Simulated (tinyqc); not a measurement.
Ideality, saturation current and resistance from three points.

Question. Well above the saturation current a diode obeys V = n Vt ln(I/I0) + I Rs. Find n, Rs and I0.

Inputs (values chosen for the exercise): temperature T = 293 K.

Constants: q = 1.602176634e-19 C, kB = 1.380649e-23 J/K, Vt = kB T/q. Results are converted to the units shown.

currents (A): [2e-6, 0.0008, 0.03]
voltages (V): [0.74430166, 0.97886114, 1.1236220]

Answer. V is linear in the three unknowns n Vt, Rs and -n Vt ln I0, so three points give a linear system.

n = 1.55
Rs = 0.100 ohm
I0 = 1.10e-14 A

Program tinyqc, `OMP_NUM_THREADS=1 python tinyqc.py 2260117 2260118 out.jsonl`; Intel Xeon 2.30GHz, shared host, one thread, about 0.01 s.
